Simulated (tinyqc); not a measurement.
What moves the results: fitting sp3s* parameters to three gaps by Newton steps. A value that a table varies takes the place of the one given here.

sp3s* tight binding, nearest neighbours only: anion (a) at 0, cation (c) at a/4 (1,1,1), orbitals s, px, py, pz, s* on each; k in units of 2 pi/a. With phases e_j = exp(i (pi/2) k.n_j) for n = (1,1,1), (1,-1,-1), (-1,1,-1), (-1,-1,1): g0 = (e1+e2+e3+e4)/4, g1 = (e1+e2-e3-e4)/4, g2 = (e1-e2+e3-e4)/4, g3 = (e1-e2-e3+e4)/4. The diagonal holds the levels Esa, Epa, Exa (s*) and Esc, Epc, Exc. Anion-cation block: <sa|sc> = Vss g0; <sa|xc> = Vsapc g1; <xa|sc> = -Vscpa g1; <xa|xc> = Vxx g0; <xa|yc> = <ya|xc> = Vxy g3, <xa|zc> = <za|xc> = Vxy g2, <ya|zc> = <za|yc> = Vxy g1; <s*a|xc> = Vxapc g1; <xa|s*c> = -Vpaxc g1; y and z take g2 and g3 in place of g1; s-s* and s*-s* vanish.

Gaps are level 5 at Gamma, X = (1,0,0) and L = (1/2,1/2,1/2) less level 4 at Gamma; no spin-orbit coupling. Free parameters: Vss, Vsapc and Vpaxc. H is linear in them, so by Hellmann-Feynman J_ij = <u|dH/dp_j|u> for level 5 at point i less the same for level 4 at Gamma. Newton: p(new) = p + J^-1 (target - gaps); stop when all misses are below 1e-7 eV.

Constants: hbar^2/2m0 = 3.80998211 eV angstrom^2.

Inputs chosen for the exercise (out of a larger set: near a published set for GaAs, fitted to gaps, whose masses and valley positions are rough; not measured data):
- p = (-8.352, 1.039, -2.652, 3.677, 8.595, 6.716, -6.459, 1.952, 5.093, 4.467, 5.793, 4.843, 4.798) eV (start, order Esa, Epa, Esc, Epc, Exa, Exc, Vss, Vxx, Vxy, Vsapc, Vscpa, Vxapc, Vpaxc)
- tg = (1.8265, 1.9673, 1.6935) eV (target gaps at Gamma, X, L)
- a = 5.649 angstrom (lattice constant)

## Equal gaps, different models

The same three targets are met with other triples of free parameters (those for which Newton converges within 3 eV of the start). Not fitted: level 5 at K = (3/4,3/4,0) above Ev, the spacing of levels 6 and 5 at X, the depth of level 2 at X below Ev, the valence width at Gamma, and the mass c q^2/(E(q) - E(0)) of level 5 along [100], q = 0.002 (2 pi/a), c = hbar^2/2m0.

Unfitted results:

| free parameters | largest change (eV) | K (eV) | X spacing (eV) | level 2 at X (eV) | valence width (eV) | mass (m0) |
|---|---|---|---|---|---|---|
| start | 0.000 | 1.980 | 0.357 | 7.503 | 12.564 | 0.1194 |
| Vss, Vxapc, Vpaxc | 0.383 | 1.902 | 0.180 | 7.610 | 12.835 | 0.1472 |
| Vss, Vsapc, Vpaxc | 0.295 | 1.918 | 0.278 | 7.564 | 12.835 | 0.1493 |
| Esa, Vxapc, Vscpa | 0.870 | 1.913 | 0.240 | 7.251 | 11.965 | 0.1620 |
| Vss, Exa, Exc | 0.723 | 1.899 | 0.153 | 7.537 | 12.835 | 0.1472 |

What can be read from the table?

All fitted rows have the same three gaps, yet they spread by 19 meV at K, 126 meV in the X spacing, 358 meV in level 2 at X, 870 meV in the valence width and 9.8 % in the mass. The smallest change of parameters, 0.295 eV, is that of Vss, Vsapc, Vpaxc. A fit fixes what it was given and leaves the rest to the choice of free parameters.

## How errors in the targets pass to the parameters

J:
```
            Vss    Vsapc     Vpaxc
Gamma  -0.91489  0.00000   0.00000
X       0.00000  0.49779   0.00000
L      -0.24248  0.31513  -0.12666
```

The gaps at Gamma, X and L of an sp3s* model are fitted with Vss, Vsapc and Vpaxc; J holds the derivatives of the gaps by these parameters at the start. The change of each parameter for +10 meV on one target is 10 J^-1, in meV.

Shifts (meV):

| target raised | Vss | Vsapc | Vpaxc |
|---|---|---|---|
| Gamma | -10.9 | 0.0 | 20.9 |
| X | 0.0 | 20.1 | 50.0 |
| L | 0.0 | 0.0 | -79.0 |

root sum of squares (meV): Vss 10.9, Vsapc 20.1, Vpaxc 95.8

What does this show?

Independent errors of 10 meV leave Vpaxc least certain (96 meV) and Vss best fixed (10.9 meV). The largest single entry, 79 meV, comes from the target at L.

tinyqc: `OMP_NUM_THREADS=1 python tinyqc.py 1451892 1451893 out.jsonl`; about 0.4 s, one thread, shared Intel(R) Xeon(R) Processor @ 2.30GHz.
